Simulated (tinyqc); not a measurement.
Permeation of metal atoms or ions through a thin barrier or dielectric: time lag, field-aided drift and lifetime. From one set of inputs to another, one input at a time. Computed by tinyqc, a small Python program. Command: `OMP_NUM_THREADS=1 python tinyqc.py 3017232 3017233 out.jsonl barrier ladder`. One thread of a shared host (Intel(R) Xeon(R) Processor @ 2.30GHz), about 0.03 s of CPU time with the checks.

The film 0 < x < d is empty at first; C = C0 at x = 0 and C = 0 at x = d. dC/dt = D d2C/dx2 - v dC/dx with drift v = D z e V/(k_B T d) (uniform field, no space charge).

The inputs printed are set A. Inputs not listed in the table keep their values of set A, so the rows need not describe a real material.

Inputs (values chosen for the exercise, for a model case: singly charged ions through a dielectric):

| quantity | value | unit |
|---|---|---|
| thickness d | 81 | nm |
| prefactor D0 | 0.031 | cm^2/s |
| activation energy E | 1.29 | eV |
| concentration at the source side C0 | 1.7e+13 | 1/cm^3 |
| charge number z | 1 | - |
| voltage V (positive drives ions across) | -0.11 | V |
| critical dose Q_c | 6e+07 | 1/cm^2 |
| test temperature T | 200 | C |
| use temperature T_u | 70 | C |

Constants: k_B = 8.617333262e-05 eV/K.

Method:
- D = D0 exp(-E/(k_B T)); time scale d^2/D; Peclet number P = z V/(k_B T), k_B T in eV; 1 nm = 1e-7 cm.
- Temperatures in kelvin are T(C) + 273.15.
- Steady flux J = (D C0/d) P/(1 - exp(-P)); time lag in units of d^2/D: s_L = [P (1 + exp(-P))/(1 - exp(-P)) - 2]/P^2 (P = 0: J = D C0/d, s_L = 1/6).
- Dose through the film Q(s) = C0 d {f (s - s_L) - 2 exp(P/2) sum_(n=1..200) (-1)^n n^2 pi^2 exp(-l_n s)/l_n^2}, l_n = n^2 pi^2 + P^2/4, f = P/(1 - exp(-P)) the relative flux.
- Solve Q = Q_c for s. At the use temperature D and P take T_u, with the same C0 and V; 1 year = 3.15576e7 s.

Each row keeps all changes above it:

| input moved | from | to | failure time at T (s) | steady flux J (1/(cm^2 s)) | time lag (s) |
|---|---|---|---|---|---|
| set A | - | - | 2.778e+05 | 2.304e+02 | 1.740e+04 |
| voltage V (positive drives ions across) (V) | -0.11 | 0 | 7.008e+04 | 1.183e+03 | 1.941e+04 |
| concentration at the source side C0 (1/cm^3) | 1.7e+13 | 5.4e+18 | 3.088e+03 | 3.756e+08 | 1.941e+04 |
| test temperature T (C) | 200 | 125 | 1.197e+06 | 9.693e+05 | 7.521e+06 |
| critical dose Q_c (1/cm^2) | 60000000 | 3e+11 | 4.348e+06 | 9.693e+05 | 7.521e+06 |
| prefactor D0 (cm^2/s) and activation energy E (eV) | 0.031, 1.29 | 1000, 1.48 | 3.425e+04 | 1.231e+08 | 5.924e+04 |
| thickness d (nm) | 81 | 10 | 1.039e+03 | 9.967e+08 | 9.030e+02 |

Which inputs carry the difference?

Failure time at T goes from 278000 to 1040, a factor 0.00374 in all. The largest single move comes from test temperature T (a factor 388), but it runs against the net change; the largest move in the direction of the net change is prefactor D0 with activation energy E (a factor 0.00788). Steady flux J goes from 230 to 9.97e8, a factor 4.33e6 in all. The largest single move comes from concentration at the source side C0 (a factor 318000), and test temperature T works against it (a factor 0.00258). Time lag goes from 17400 to 903, a factor 0.0519 in all. The largest single move comes from test temperature T (a factor 388), but it runs against the net change; the largest move in the direction of the net change is prefactor D0 with activation energy E (a factor 0.00788). The single moves hold for this order of the switches; the total does not depend on the order.

Caution (all rows): grain boundaries, pinholes, trapping and space charge are left out; thin real barriers usually fail at defects. Caution (rows concentration at the source side C0, test temperature T, critical dose Q_c, prefactor D0, thickness d): the space-charge potential z e C0 d^2/(2 eps) (for eps_r near 4) exceeds 10 mV, so the field is not uniform. Caution (rows prefactor D0, thickness d): a prefactor D0 above about 10 cm^2/s is far larger than atomic jumps allow; it only sets the time scale of the exercise.

Extremes, crossings and ranges named in words are read from the listed rows.
